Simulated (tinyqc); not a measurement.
Tight binding, honeycomb lattice, step by step. One step of it, computed by the program tinyqc.

Task: Bloch Hamiltonian at k. H_AB = -t1 (1 + exp(-i k.a1) + exp(-i k.a2)); H_AA = delta - 2 t2 sum cos(k.b + phi), H_BB = -delta - 2 t2 sum cos(k.b - phi), b = a1, a2 - a1, -a2.

Parameters chosen for this model:
```
parameter     value                        unit
t1         1.220000                 eV, nearest
t2                0       eV, second neighbours
phi               0  rad, phase of t2 (Haldane)
delta      0.600000          eV, +/- on A and B
```

k point k (fractions of the reciprocal vectors): -0.040000  -0.450000

Give: H(k) at k.

Result:

H(k) at k (eV):
```
               A              B
A          0.600  -1.241-0.680i
B  -1.241+0.680i         -0.600
```
